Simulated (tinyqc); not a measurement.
What each parameter does: ellipsoidal valleys in the axes of a wafer and a channel.

Valleys with axes a along x, y and z, one whole valley each; inverse mass tensor w = 1/mt + (1/ml - 1/mt) a a. Device axes: z = nz/|nz|, x = nx/|nx|, y = z cross x; in them a = (ax, ay, az). Confinement mass mz = 1/w_zz. In the plane w_ij is replaced by u_ij = w_ij - w_iz w_jz/w_zz (i, j = x, y); density-of-states mass md = 1/sqrt(det u); conductivity mass along x mc = 1/u_xx; ballistic transport mass mx = u_yy/det u, width mass my = 1/u_yy.

Hard walls: E_n = c (n pi/t)^2/mz, c = hbar^2/2m0, n = 1, 2, 3. Non-degenerate share of a valley proportional to md sum_n exp(-E_n/kT); mean 1/mc = sum of share/mc. 1 nm = 10 angstrom.

Constants: hbar^2/2m0 = 3.80998211 eV angstrom^2; kB = 8.617333262e-05 eV/K.

Values chosen for the exercise (near those of the X valleys of AlAs; shifted at random, so the results belong to these values and not to a real crystal): ml = 1.099 m0 (longitudinal mass); mt = 0.193 m0 (transverse mass); nz = (1, 1, 1) (surface normal (confinement)); nx = (1, -1, 0) (channel direction); t = 7.8 nm (thickness of the film); T = 77 K (temperature).

Lowest E1, its share and the mean conductivity mass.

One parameter was then changed.

Results before and after:

| case | lowest E1 (meV) | share | mean mc (m0) |
|---|---|---|---|
| base | 23.22 | 1.0000 | 0.3107 |
| changed | 23.05 | 1.0000 | 0.3159 |

Which of these changes was made? (a) T = 69.3 K; (b) ml = 1.209 m0; (c) mt = 0.212 m0; (d) t = 7.02 nm.
Answer: (b) ml = 1.209 m0. Of the candidates, run in turn, only this one gives the changed row.

All candidates:

| case | lowest E1 (meV) | share | mean mc (m0) |
|---|---|---|---|
| base | 23.22 | 1.0000 | 0.3107 |
| ml = 1.209 m0 | 23.05 | 1.0000 | 0.3159 |
| mt = 0.212 m0 | 21.31 | 1.0000 | 0.3355 |
| t = 7.02 nm | 28.67 | 1.0000 | 0.3107 |
| T = 69.3 K | 23.22 | 1.0000 | 0.3107 |

Computed by tinyqc, a small Python program: `OMP_NUM_THREADS=1 python tinyqc.py 1880988 1880989 out.jsonl` (the numbers bound the seed that draws the inputs); one thread of a shared host (Intel(R) Xeon(R) Processor @ 2.30GHz), about 0.01 s for the whole set of steps.
